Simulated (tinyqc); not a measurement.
Weibull analysis of times to dielectric breakdown, with area scaling: one step of the calculation.

Breakdown times follow F(t) = 1 - exp(-(t/t63)^beta). The 12 times below were drawn at random from beta = 3.3, t63 = 160 s and are treated as data; all samples failed.

Question. Likelihood estimate of beta. Maximum likelihood: a(beta) = 1/beta with a = sum t^beta ln t/sum t^beta - mean ln t. Newton step: beta(new) = beta - [a - 1/beta]/[v + 1/beta^2], v the variance of ln t under the weights t^beta.

t, i 1 to 12 (s): 43.1  52.5  84  95.7  106  122  125  128  154  156  166  192
beta after iteration 1 = 2.9648650

Find: beta after iteration 2.

Answer.

beta after iteration 2 = 3.0978

Program tinyqc, `OMP_NUM_THREADS=1 python tinyqc.py 2070015 2070016 out.jsonl`; Intel Xeon 2.30GHz, shared host, one thread, about 0.01 s.
